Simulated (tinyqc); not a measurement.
Hot carriers by balance equations with a heated Maxwellian. Changing the phonon energy hbar w. Computed by tinyqc, a small Python program. Command: `OMP_NUM_THREADS=1 python tinyqc.py 3003548 3003549 out.jsonl hot sweep`. One thread of a shared host (Intel(R) Xeon(R) Processor @ 2.30GHz), about 0.08 s of CPU time with the checks.

The carriers follow a Maxwellian at an electron temperature T_e, slightly displaced; the drift energy is neglected against k_B T_e. The balance averages the rate, not the time, so mu_0 lies below the relaxation-time value.

Inputs (values chosen for the exercise, modelled on holes in silicon):
```
quantity                                          value       unit
effective mass m                                  0.499        m_0
density rho                                        2329     kg/m^3
sound velocity v_l                                 9230        m/s
acoustic deformation potential D_A                  5.6         eV
optical or intervalley deformation potential D_o     10  1e8 eV/cm
final valleys Z_f                                     1          -
lattice temperature T                               250          K
electric field F                                    9.6      kV/cm
mixing                                              0.3          -
iteration cap                                       300          -
```

Band: parabolic. Solver: damped fixed point.

Constants: k_B = 8.617333262e-05 eV/K; k_B = 1.380649e-23 J/K; e = 1.602176634e-19 C; hbar = 1.054571817e-34 J s; m_0 = 9.1093837015e-31 kg; hbar = 6.582119569e-16 eV s.

Method:
- Parabolic band: E = hbar^2 k^2/(2 m), speed v = hbar k/m, states per spin, volume and energy g(E) = m k/(2 pi^2 hbar^2). Masses are multiplied by m_0 and all formulas are in SI units.
- Phonon occupation N_q = 1/(exp(hbar w/(k_B T)) - 1).
- Acoustic deformation potential (elastic, equipartition, absorption and emission together): 1/tau = 2 pi k_B T D_A^2 g(E)/(hbar rho v_l^2).
- Optical or intervalley deformation potential: 1/tau = (pi Z_f D_o^2/(rho w)) [N_q g(E + hbar w) + (N_q + 1) g(E - hbar w)], with g = 0 below the band edge.
- Averages over the Maxwellian, <y> = int y x^(1/2) exp(-x) dx / int x^(1/2) exp(-x) dx with x = E/(k_B T_e), split at x_0 = hbar w/(k_B T_e): 64 Gauss-Legendre points in sqrt(x) below it and 128 in sqrt(x - x_0) above it, up to x = 32. Momentum balance: mu(T_e) = e/(m nu), nu = <x (sum of rates)>/<x>. Power lost per carrier: P(T_e) = hbar w <emission rate - absorption rate> + <(2 m v_l^2/(k_B T)) (E - 2 k_B T) acoustic rate>.
- Energy relaxation time at weak heating: tau_E = (3/2) k_B / (dP/dT_e), the derivative by a central difference of +/- 0.5 K at T_e = T.
- Fixed point: T_out = T + (T_e - T) e mu(T_e) F^2/P(T_e), T_new = T_e + mixing (T_out - T_e).
- Start at T_e = 1.5 T; stop when T_e moves by less than 1e-6 K or exceeds 1e6 K.
- v = mu(T_e) F; warm-carrier coefficient (mu/mu_0 - 1)/F^2.

One run for each value; columns: (1) phonon energy hbar w (meV); (2) drift velocity (1e7 cm/s); (3) electron temperature T_e (K); (4) energy relaxation time tau_E (ps):
```
(1)      (2)     (3)     (4)
15   0.04770  254.62  0.1295
21   0.09431  260.03  0.1418
29   0.17932  271.99  0.1638
56   0.52509  354.98  0.3052
78   0.70922  446.68  0.5656
110  0.82910  583.40  1.5401
150  0.87884  747.23  5.5713
```

Give the missing row, phonon energy hbar w (meV) = 40.

Computed row; columns: (1) phonon energy hbar w (meV); (2) drift velocity (1e7 cm/s); (3) electron temperature T_e (K); (4) energy relaxation time tau_E (ps):
```
(1)      (2)     (3)     (4)
40   0.32321  298.73  0.2064
```

Interpolating between the two neighbouring rows (the first column on a logarithmic scale, the others too where they are positive) misses most in energy relaxation time tau_E (ps), by 7.6 %. Over the rows, drift velocity (1e7 cm/s) rises from 0.0477 to 0.879 (exponent d ln y / d ln x 2.0 between the first rows and 0.19 between the last); electron temperature T_e (K) rises from 255 to 747 (exponent d ln y / d ln x 0.062 between the first rows and 0.80 between the last); energy relaxation time tau_E (ps) rises from 0.130 to 5.57 (exponent d ln y / d ln x 0.27 between the first rows and 4.1 between the last).

Caution (rows 29.0, 40.0, 56.0, 78.0, 110, 150): the drift energy m v^2/2 is not small against the heating (3/2) k_B (T_e - T), so T_e - T is rough.
